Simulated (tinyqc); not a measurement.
Inside a calculation. Method: harmonic frequencies on the UHF/6-31g surface (energies and gradients from PySCF), for H2-, spin multiplicity 2. The basis has no diffuse functions, so it cannot describe the extra electron: this is an exercise in the method, not the real anion. Computed by tinyqc, a small Python program that keeps every step (integrals from PySCF). Settings: charge = -1, multiplicity = 2, basis = 6-31g, delta = 0.005. Command: `OMP_NUM_THREADS=1 python tinyqc.py 28275 28276 out.jsonl` (the two numbers bound the seeds that draw the settings). One thread of a shared host (Intel(R) Xeon(R) Processor @ 2.60GHz), about 0.9 s of CPU time with the checks.

## One row of the Hessian: 1Hz

optimised positions (bohr):
```
,x,y,z
1H,0.000000,0.000000,-0.798697
2H,0.000000,0.000000,2.123395
```

gradient at +delta (hartree/bohr):
```
,x,y,z
1H,0.00000000,0.00000000,0.00011189
2H,0.00000000,0.00000000,-0.00011189
```

gradient at -delta (hartree/bohr):
```
,x,y,z
1H,0.00000000,0.00000000,-0.00007152
2H,0.00000000,0.00000000,0.00007152
```

Displace 1Hz by +/-0.005 bohr; H(k, :) = (g(+) - g(-)) / (2 delta).

row of the Hessian (hartree/bohr^2): 1Hx 0.00000000, 1Hy 0.00000000, 1Hz 0.01834103, 2Hx 0.00000000, 2Hy 0.00000000, 2Hz -0.01834103

## Hessian by finite differences

All rows are made in the same way, and the matrix is symmetrised.

Hessian (symmetrised) (hartree/bohr^2):
```
,1Hx,1Hy,1Hz,2Hx,2Hy,2Hz
1Hx,-0.00000676,0.00000000,0.00000000,0.00000676,0.00000000,0.00000000
1Hy,0.00000000,-0.00000676,0.00000000,0.00000000,0.00000676,0.00000000
1Hz,0.00000000,0.00000000,0.01834103,0.00000000,0.00000000,-0.01834103
2Hx,0.00000676,0.00000000,0.00000000,-0.00000676,0.00000000,0.00000000
2Hy,0.00000000,0.00000676,0.00000000,0.00000000,-0.00000676,0.00000000
2Hz,0.00000000,0.00000000,-0.01834103,0.00000000,0.00000000,0.01834103
```

## Normal modes

masses (u): 1H 2.014102, 2H 1.007825

Diagonalise H_ij / sqrt(m_i m_j); the 5 smallest eigenvalues belong to translations and rotations; wavenumber = sqrt(eigenvalue / 1822.888) x 219474.63; each mode has its largest component positive (the first on a tie); zero-point energy = sum of wavenumbers / 2, with 349.755 1/cm per kcal/mol. A mass of 2.014 u marks deuterium.

eigenvalues of the mass-weighted Hessian (hartree/(bohr^2 u)): -0.000010  -0.000010  0.000000  0.000000  0.000000  0.027305

harmonic wavenumbers of the vibrations (1/cm): 849.4

mass-weighted modes:
```
,mode 1
1Hx,0.000000
1Hy,0.000000
1Hz,-0.577498
2Hx,0.000000
2Hy,0.000000
2Hz,0.816392
```

zero-point energy = 1.214313 kcal/mol
